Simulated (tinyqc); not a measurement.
Band offsets from two capacitances.

Question. A p-n heterojunction (1: p-type, 2: n-type) in the depletion approximation obeys 1/C^2 = 2 (er1 N1 + er2 N2)(Vbi - V)/(q eps0 er1 er2 N1 N2), with Vbi = dEc + Eg1 - Vt ln(Nc2 Nv1/(N1 N2)), dEc = Ec2 - Ec1 and dEv = Eg2 - Eg1 - dEc. Find N2, Vbi, dEc and dEv.

Inputs (values chosen for the exercise); band and dielectric values those of a made-up pair: temperature T = 300 K; band gap of material 1 Eg1 = 1.51 eV; relative permittivity of material 1 er1 = 12.9; valence-band density of states of material 1 Nv1 = 9.13e18 cm^-3; band gap of material 2 Eg2 = 0.765 eV; relative permittivity of material 2 er2 = 16.3; conduction-band density of states of material 2 Nc2 = 2.15e17 cm^-3; acceptor density of material 1 N1 = 4e17 cm^-3.

Constants: q = 1.602176634e-19 C, kB = 1.380649e-23 J/K, Vt = kB T/q, eps0 = 8.8541878128e-14 F/cm where lengths are in cm. Results are converted to the units shown.

C at V = -0.3 and -3.9 V (nF/cm^2): [46.984131, 23.590770]

Answer. The slope of 1/C^2 against -V is (2/(q eps0)) (1/(er2 N2) + 1/(er1 N1)), which gives N2; the intercept is Vbi, and the offsets follow.

N2 = 2.50e16 cm^-3
Vbi = 0.914 V
dEc = -0.460 eV
dEv = -0.285 eV

tinyqc, about 0.04 s, one thread, Intel Xeon 2.30GHz (shared host): `OMP_NUM_THREADS=1 python tinyqc.py 2040078 2040079 out.jsonl`
